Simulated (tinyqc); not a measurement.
# Worked calculation: undoped gate-all-around wire MOSFET, analytic charge model

Program tinyqc, `OMP_NUM_THREADS=1 python tinyqc.py 2460065 2460066 out.jsonl`; Intel Xeon 2.30GHz, shared host, one thread, about 0.02 s. Printed values are rounded.

An undoped round wire of radius R under an insulator shell and a surrounding gate; long channel, electrons only, n = ni exp((psi - V)/Vt) with V the quasi-Fermi potential (0 at the source, Vd at the drain), constant mobility, no quantisation. The radial Poisson equation gives n(r) = n(0)/(1 - (1 - b) r^2/R^2)^2 with b = Q0/(Q + Q0). Q is the electron charge per area of the wire surface.

Values chosen for this exercise; material values close to those of In0.53Ga0.47As:
```
symbol    value        unit                                             meaning
T           300           K                                         temperature
Eg        0.733          eV                                            band gap
eps_r        14                      relative permittivity of the semiconductor
Nc      2.07e17       cm^-3              conduction-band density of states at T
Nv      7.63e18       cm^-3                 valence-band density of states at T
eox         7.2                     relative permittivity of the gate insulator
tox         3.5          nm                                 insulator thickness
R             5          nm                                         wire radius
dphi      -0.17           V  gate work function less that of the intrinsic body
mu          300  cm^2/(V s)                                    channel mobility
L             2          um                                         gate length
Vg         0.27           V                                        gate voltage
Vd         0.05           V                                       drain voltage
```

Constants: q = 1.602176634e-19 C, kB = 1.380649e-23 J/K, Vt = kB T/q, eps0 = 8.8541878128e-14 F/cm where lengths are in cm. Results are converted to the units shown.

Range of the model: In a wire this thin, quantum confinement raises the threshold; it is left out. The surface density at the source passes 0.3 Nc, where Boltzmann statistics fail.

## Constants of the wire

ni = sqrt(Nc Nv) exp(-Eg/(2 Vt)), Eg in volts; Cox = eps0 eox/(R ln(1 + tox/R)); Q0 = 4 eps0 eps_r Vt/R; V0 = dphi + Vt ln[8 eps0 eps_r Vt/(q ni R^2)].

ni = 8.75626e11 cm^-3
Cox = 2.40282 uF/cm^2
Q0 = 256.366 nC/cm^2
V0 = 0.238583 V

## Iteration 1: charge at the source by Newton steps

Q at the start = 26 nC/cm^2

With V = 0: f = Q/Cox + Vt ln(Q/Q0) + Vt ln(1 + Q/Q0) - (Vg - V0); f' = 1/Cox + Vt/Q + Vt/(Q + Q0); Q(new) = Q - f/f'.

f = -0.0772617 V
f' = 0.00150204 V cm^2/nC
Q after iteration 1 = 77.4378 nC/cm^2

## Iteration 2: charge at the source by Newton steps

As before.

f = -0.0233138 V
f' = 8.27467e-4 V cm^2/nC
Q after iteration 2 = 105.613 nC/cm^2

## Course of the iteration: charge at the source by Newton steps

Stop when Q changes by less than 1e-8 nC/cm^2, or after 40 iterations.

Course of the iteration:
```
iteration  Q (nC/cm^2)  |change| (nC/cm^2)
1              77.4378                51.4
2              105.613                28.2
3              107.622                2.01
4              107.628             6.89e-3
5              107.628             7.93e-8
6              107.628             < 1e-11
```

Converged in 6 iterations. At the end the number of correct digits about doubles with each step.

## Drain current and line charge

Qs = 107.628 nC/cm^2
Qd = 48.3047 nC/cm^2

Q solves Vg - V0 - V = Q/Cox + Vt ln(Q/Q0) + Vt ln(1 + Q/Q0). I = mu (2 pi R/L)[2 Vt (Qs - Qd) + (Qs^2 - Qd^2)/(2 Cox) + Vt Q0 ln((Qd + Q0)/(Qs + Q0))], with Qs at V = 0 and Qd at V = Vd. Electrons per length at the source: 2 pi R Qs/q; surface over centre density: (1 + Qs/Q0)^2.

first term = 0.0144542 uA
second term = 0.00907104 uA
third term = -0.00555635 uA
I = 0.0179689 uA
electrons per length = 0.211041 1/nm
surface over centre density = 2.01590

The square-law term makes up 50.5 % of the current.
